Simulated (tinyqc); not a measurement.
Schottky barrier with interface states (Cowley-Sze model), image lowering and contact resistance: one step, computed by the program tinyqc.

An n-type semiconductor under a metal. The barrier lies between the Schottky-Mott limit phi_M - chi and the Bardeen limit E_g - E_n, E_n being the neutrality level of the interface states; the space-charge term of the full Cowley-Sze expression is left out.

Task: Depletion layer and image lowering under reverse bias. N_c = 2 M_c (2 pi m_e k_B T/h^2)^(3/2); xi = E_c - E_F solves N = N_c F_1/2(-xi/k_B T) (bisection; full ionisation). F_1/2(eta) = (2/sqrt(pi)) int_0^infinity sqrt(x)/(1 + exp(x - eta)) dx, by the trapezoid rule in t = sqrt(x) with step 0.02 up to t = 12 (for eta < -12 by exp(eta) - exp(2 eta)/2^(3/2)). V_bi = phi_B - xi; W = sqrt(2 eps_s eps_0 (V_bi + V_r - k_B T/e)/(e N)); field at the metal E_m = e N W/(eps_s eps_0); image lowering sqrt(e E_m/(4 pi eps_s eps_0)).

Inputs (values chosen for the exercise, with gap, mass and screening modelled on ZnSe): dielectric constant eps_s = 8.8; electron mass m_e = 0.152 m_0; valleys M_c = 1; donor density N = 1.9e+17 cm^-3; temperature T = 300 K; reverse bias V_r = 3.9 V.

Pinning factor from: Moench relation.

barrier phi_B = 0.9732012 eV

Constants: k_B = 8.617333262e-05 eV/K; m_0 = 9.1093837015e-31 kg; k_B = 1.380649e-23 J/K; h = 6.62607015e-34 J s; eps_0 = 8.8541878128e-12 F/m; e = 1.602176634e-19 C.

Give: N_c; xi; built-in voltage V_bi; depletion width W; field E_m; image lowering.

Result:

N_c = 1.4871e+18 cm^-3

xi = 0.052026 eV

built-in voltage V_bi = 0.92118 V

depletion width W = 156.68 nm

field E_m = 6.1213e+05 V/cm

image lowering = 0.10008 eV
